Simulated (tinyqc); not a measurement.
## Thermal resistances of a two-die stack

Problem. Heat leaves through the lower die only, and the system is linear. Find the resistance R1 from the lower die to the coolant, R2 between the dies, and the rise of the upper die when both are powered.

Parameters, values chosen for the exercise: power of the lower die P1 = 43 W; power of the upper die P2 = 11 W.

rises of the lower and upper die with only the lower one powered (K): 26.23  26.23
rises of the lower and upper die with only the upper one powered (K): 6.71  10.12

Solution. With only the lower die powered no heat crosses R2, so both dies rise by P1 R1; the difference in the second test is P2 R2; rises add.

R1 = 0.6100 K/W
R2 = 0.3100 K/W
rise of the upper die = 36.35 K

tinyqc, about 0.03 s, one thread, Intel Xeon 2.30GHz (shared host): `OMP_NUM_THREADS=1 python tinyqc.py 2162014 2162015 out.jsonl`
